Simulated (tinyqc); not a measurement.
# Permittivity and interface capacitance from two thicknesses

Inverse problem. 1/C = t/(eps0 ek) + 2/ci for planar capacitors that differ only in thickness. Find ek, ci and the EOT of the interfaces, 2 x 3.9 eps0/ci.

Constants: eps0 = 8.8541878128e-14 F/cm where lengths are in cm. Results are converted to the units shown.

C at t = 14 and 41 nm (uF/cm^2): 1.5321248  0.52422240

Answer. 1/C is a straight line in t: the slope gives ek and the intercept 2/ci. A single thickness would give only the effective permittivity; when the interfaces are a small part of 1/C, ci needs very accurate data.

ek = 24.3
ci = 1.00e3 uF/cm^2
EOT of the interfaces = 0.00691 nm

Computed by the program tinyqc: `OMP_NUM_THREADS=1 python tinyqc.py 2102094 2102095 out.jsonl`, one thread of a shared Intel Xeon 2.30GHz, about 0.01 s for the whole run.
